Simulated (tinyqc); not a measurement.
Stretching all distances: RHF, UHF, MP2, CISD and CCSD against full CI in the sto-3g basis, for H6, spin multiplicity 1. Computed by the program tinyqc with PySCF. All coordinates are multiplied by the scale. c0^2 is the weight of the RHF determinant in the lowest singlet FCI state (UHF is spin-contaminated and may lie near states of higher spin) and n(LUMO) the first natural occupation beyond the occupied space.

Geometry (angstrom):
```
atom       x       y       z
H     0.0000  0.0000  0.0000
H     0.0000  0.0000  0.7490
H     0.0000  0.0000  1.7250
H     0.0000  0.0000  2.4740
H     0.0000  0.0000  3.4500
H     0.0000  0.0000  4.1990
```

Full CI energy (hartree) and errors against it (kcal/mol):
```
scale  distance 1-2 (angstrom)    E(FCI)      RHF     UHF      MP2    CISD   CCSD  <S^2> UHF   c0^2  n(LUMO)
1.000                    0.749  -3.29425   38.488  38.488   12.171   0.804  0.084      0.000  0.964    0.042
1.220                    0.914  -3.30852   53.219  53.219   19.411   2.026  0.151      0.000  0.936    0.068
1.440                    1.079  -3.23355   73.748  73.748   29.985   4.765  0.271      0.000  0.890    0.107
1.660                    1.243  -3.13386  101.618  87.396   44.794  10.325  0.433      0.929  0.822    0.164
1.880                    1.408  -3.03824  137.515  79.607   64.064  20.250  0.580      1.710  0.728    0.241
2.090                    1.565  -2.96275  178.649  62.443   85.694  34.721  0.612      2.220  0.623    0.332
2.310                    1.730  -2.90374  226.856  43.473  109.456  54.852  0.435      2.553  0.511    0.436
```

What does the comparison show, and why?

UHF parts from RHF first at scale 1.66 of those listed, where <S^2> leaves zero. The weight c0^2 goes from 0.96 to 0.51 and n(LUMO) from 0.04 to 0.44: static correlation grows as the bonds break into open-shell fragments. The spread of the error along the curve, which distorts its shape, is CCSD 0.5, UHF 48.9, CISD 54.0, MP2 97.3, RHF 188.4 kcal/mol. The table stops here: at scale 2.53 and beyond, the reference weight falls under 0.45 or RHF, UHF or CCSD hop between solutions, so those rows were left out and the spreads given cover only the rows shown. As computed, partly on other solutions, the errors there reach in size RHF 327, UHF 28, MP2 148, CISD 104, CCSD 1 kcal/mol.
